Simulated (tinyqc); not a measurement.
X-ray photoelectron analysis of a thin oxide on a semiconductor: attenuation lengths, thickness, angle series and band offsets: one step, computed by the program tinyqc.

The same element is seen in the oxide and in the substrate, at nearly the same kinetic energy; films are flat and uniform, and the work function is ignored.

Question. Peak ratio. R_0 = (rho_o/M_o) L_o/((rho_s/M_s) L_s); peak ratio R = I_ox/I_sub = R_0 [exp(d/(L_o cos theta)) - 1]; hence d = L_o cos theta ln(1 + R/R_0). A carbon layer weakens both peaks alike, by exp(-d_C/(L_o cos theta)) if its L is taken equal to L_o. This R_0 leaves out intrinsic losses from the substrate peak, so calibrated values can be larger.

Inputs (values chosen for the exercise, modelled on SiO2 on silicon):
```
quantity                        value     unit
oxide density                    2.18   g/cm^3
oxide formula mass              60.08    g/mol
substrate density                2.33   g/cm^3
substrate formula mass          28.09    g/mol
oxide thickness d                 2.4       nm
emission angle from the normal      0  degrees
carbon overlayer                 0.67       nm
```

L in the oxide = 4.478292 nm

L in the substrate = 3.582709 nm

Give: R_0; d/(L_o cos theta); ratio R; oxide share of the counts; attenuation by carbon; depth 3 L_o cos theta.

Answer.

R_0 = 0.5468

d/(L_o cos theta) = 0.5359

ratio R = 0.3877

oxide share of the counts = 0.2794

attenuation by carbon = 0.8610

depth 3 L_o cos theta = 13.43 nm
